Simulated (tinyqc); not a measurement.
Beam energy: resolution against speed: sputter depth profiling of a dopant layer: erosion rate, quantification and the mixing-roughness response. Computed by tinyqc, a small Python program. Command: `OMP_NUM_THREADS=1 python tinyqc.py 3006211 3006212 out.jsonl sims walk`. One thread of a shared host (Intel(R) Xeon(R) Processor @ 2.30GHz), about 0.03 s of CPU time with the checks.

A rastered ion beam erodes silicon (49.94 atoms per nm^3). The measured profile is the true one convolved with a depth response.

Inputs (values chosen for the exercise, modelled on a dopant in silicon under an oxygen or caesium beam): beam energy E = 6.8 keV; beam current = 37 nA; raster side = 300 um; sputter yield at 1 keV = 1.1; mixing length at 1 keV = 1.3 nm; roughness sigma = 1.3 nm; depth of the top edge z0 = 41 nm; box width b = 19 nm; box concentration C = 3.2e+19 1/cm^3; relative sensitivity factor RSF = 5.7e+21 1/cm^3; matrix count rate = 3e+06 1/s; background count rate = 0.54 1/s; counting time per point = 2 s; level that defines the junction C_B = 6e+17 1/cm^3.

True profile: box.

Constants: e = 1.602176634e-19 C.

Method:
- Scaling chosen for the exercise: yield Y = Y1 E^0.5, mixing length w = w1 E^0.5 (E in keV).
- Erosion rate = Y I/(e x raster^2 x density); depth step = rate x counting time; concentration = RSF x counts/matrix counts; detection limit = RSF x 3 sqrt(background x time)/(matrix rate x time).
- Mixing alone turns a layer at z0 into (1/w) exp(-(z - z0 + w)/w) for z > z0 - w; roughness adds a Gaussian of width sigma. With x = z - z0 + w: g(x) = (1/(2w)) exp(sigma^2/(2 w^2) - x/w) erfc((sigma/w - x/sigma)/sqrt2), and its integral G(x) = (1/2) erfc(-x/(sigma sqrt2)) - w g(x). Measured: C [G(x) - G(x - b)].
- Width = full width at half maximum; the apparent junction is the deep point where the profile falls to C_B; time to profile to twice z0 = 2 z0/erosion rate, at fixed current.

erosion rate = 0.147383 nm/s

Measured values:
```
E (keV)  w (nm)  peak (1/cm^3)  width (nm)  apparent junction (nm)  time (min)
0.15     0.5035     3.1997e+19      19.000                  62.976      62.434
0.25     0.6500     3.1997e+19      19.000                  63.170      48.361
0.50     0.9192     3.1998e+19      19.000                  63.650      34.197
1.00     1.3000     3.1999e+19      19.000                  64.519      24.181
2.00     1.8385     3.1984e+19      19.002                  65.932      17.098
4.00     2.6000     3.1891e+19      19.018                  68.062      12.090
8.00     3.6770     3.1528e+19      19.090                  71.153       8.549
```

What does the comparison show, and why?

From the highest to the lowest energy the width goes from 19.1 to 19.0 nm, towards the floor set by roughness and the box width 19 nm, and the junction error from 11.2 to 2.98 nm, at 7.3 times the time. Extrapolating the tail slope to zero energy separates mixing from real diffusion. Caution: the surface transient, segregation under the beam and the growth of roughness with depth are left out, and real yields fall faster near the sputter threshold.

Extremes, crossings and ranges named in words are read from the listed rows.
